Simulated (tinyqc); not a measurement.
From results back to parameters: delta-doped layer in the Thomas-Fermi potential. Two cases, with inputs chosen for the exercise.

Problem. The depth of the well was computed from a hidden sheet density.

All donors ionised in the plane z = 0, zero temperature, energies from the Fermi level EF of the Thomas-Fermi model, which lies at the bulk band edge; c = hbar^2/2m0, q = e^2/(4 pi eps0). gv = 1 equivalent valley, m_d = sqrt(m3^3/mz) in the plane. With n = (gv/3 pi^2)(m3 (-V)/c)^(3/2) and V'' = -(4 pi q/eps) n for z > 0, the solution is V = -b/(|z| + z0)^4 with sqrt(b) = 20/K, K = (4 pi q/eps)(gv/3 pi^2)(m3/c)^(3/2), and z0^5 = 4b/(e F0), e F0 = 2 pi q N/eps; 1e13/cm^2 = 1e-3/angstrom^2. Exchange and correlation are left out.

Constants: hbar^2/2m0 = 3.80998211 eV angstrom^2; e^2/(4 pi eps0) = 14.39964547 eV angstrom.

Case 1.

Values chosen (out of a larger set: near those of a delta-doped layer in GaAs; not measured data):
- m3 = 0.065 m0 (density-of-states mass of a valley)
- mz = 0.065 m0 (mass along z)
- eps = 13.3 (dielectric constant)

depth = 0.181959 eV

Case 2.

Values chosen (out of a larger set: near those of a delta-doped layer in GaAs; not measured data):
- m3 = 0.07 m0 (density-of-states mass of a valley)
- mz = 0.07 m0 (mass along z)
- eps = 13.1 (dielectric constant)

depth = 0.059604 eV

Find: b; z0; N.

Solution. b does not depend on N; z0 = (b/depth)^(1/4), e F0 = 4b/z0^5 and N = eps e F0/(2 pi q).

Case 1.

b = 3.815e+08 eV angstrom^4
z0 = 213.99 angstrom
N = 0.500 x 1e13/cm^2

Case 2.

b = 2.963e+08 eV angstrom^4
z0 = 265.54 angstrom
N = 0.130 x 1e13/cm^2

Computed by tinyqc, one run a case: `OMP_NUM_THREADS=1 python tinyqc.py N N+1 out.jsonl` with N = 1281046, 1281113; one thread of a shared Intel(R) Xeon(R) Processor @ 2.30GHz, about 0.1 s a run at most.
